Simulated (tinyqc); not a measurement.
Inside a calculation. Model: self-heating of a transistor with one or more fingers, with temperature-dependent conductivity. Computed by tinyqc, a small Python program that keeps every step. Command: `OMP_NUM_THREADS=1 python tinyqc.py 3029541 3029542 out.jsonl selfheat walk`. One thread of a shared host (Intel(R) Xeon(R) Processor @ 2.30GHz), about 0.2 s of CPU time with the checks. Intermediate numbers are printed to about 6 digits and carried at full precision; extremes and crossings named in words are read from the listed rows.

N long parallel fingers lie on the top face of a slab whose bottom is held at T_0; the top is otherwise insulated, and heat flows in two dimensions. P in W/mm is 1000 P in W/m.

Inputs (values chosen for the exercise, modelled on gallium nitride):
```
quantity                                      value        unit
conductivity at the base temperature kappa_0    192     W/(m K)
exponent m in kappa ~ T^-m                     1.41           -
base temperature T_0                            300           K
power per gate width P                          5.1        W/mm
fingers N                                         4           -
finger pitch s                                   20  micrometre
width of the heat source w                     0.11  micrometre
substrate thickness t                           200  micrometre
phonon free path Lambda                          81          nm
power coefficient beta                          1.9      1e-3/K
```

Power: power rises with temperature.

## Geometry factors

A line source of power P on the top face raises the top at distance x by (P/(pi kappa_0)) g(x), g(x) = -ln tanh(pi x/(4 t)) (the image sum for the slab). On a strip of width w the centre sees the mean of g over the strip, g_0 = 1 + ln(8 t/(pi w)) for w much below t.

own factor g_0 = 9.44030

g(j s), j = 1..7: 2.54620  1.85918  1.46381  1.19002  0.98434  0.82280  0.69244

## Linear temperature rise of each finger

theta_i = (P/(pi kappa_0)) [g_0 + sum over j != i of g(|i - j| s)], with equal powers and constant conductivity; thermal resistance = largest theta/P.

theta of each finger (K): 129.443  138.595  138.595  129.443

largest theta = 138.595 K

thermal resistance = 27.1755 K mm/W

The neighbours supply 42 % of the rise of the hottest finger, which runs 9.2 K above the outer ones. Caution: the source is narrower than two phonon free paths, so the Fourier result understates the rise at the source.

## Correction for the falling conductivity

Kirchhoff transformation for kappa = kappa_0 (T/T_0)^-m: T = T_0 [1 - (m - 1) theta/T_0]^(-1/(m - 1)), where theta is the linear rise. The bracket vanishes at the power P T_0/((m - 1) theta).

peak temperature = 500.682 K

true rise = 200.682 K

true rise / linear rise = 1.44797

power at which the formula diverges = 26.9252 W/mm

The falling conductivity adds 44.8 % to the rise.

## Extra rise from ballistic phonons

Near a source smaller than the free path, Fourier's law overstates the flow. Rough estimate: a strip that emits phonons into a half space adds a resistance times area of 4 Lambda/(3 kappa_0), from the ballistic flux C v Delta T/4 with kappa_0 = C v Lambda/3, so Delta T_b = 4 Lambda P/(3 kappa_0 w); Knudsen number Lambda/w.

Knudsen number = 0.736364

ballistic rise Delta T_b = 26.0795 K

Delta T_b / largest theta = 0.188171

By this estimate the ballistic term is at most a fifth of the Fourier rise.

## Electrothermal feedback

The power follows P [1 + beta (T - T_0)] with T the peak temperature, for all fingers alike. Start at T_0 and repeat; stop when T changes by less than 1e-6 K, after 50 steps, or when the bracket falls below 0.05.

Iterations:
```
step  power (W/mm)    T (K)  change (K)
1           5.1000   500.68      200.68
2           7.0446   628.66      127.97
3           8.2847   735.59      106.93
4           9.3208   845.70      110.11
5          10.3878   985.01      139.32
6          11.7378  1212.40      227.38
7          13.9411  1776.95      564.56
8          19.4117  6746.91     4969.96
```

converged (1 yes, 0 no) = 0

peak temperature with feedback = 6746.91 K

Not converged: the change grows again, so heat and power feed each other with a loop gain above 1. No steady state lies ahead: thermal runaway of the model, not a fault of the solver.

Reruns converge with power per gate width P = 2.5; or with power per gate width P = 1.3; or with substrate thickness t = 100.0. Reruns still fail with finger pitch s = 40.0.

Checks made by the program: g(s) against the alternating image sum (relative difference 5e-07); Kirchhoff integral of kappa/kappa_0 from T_0 to T (relative difference below 1e-10).
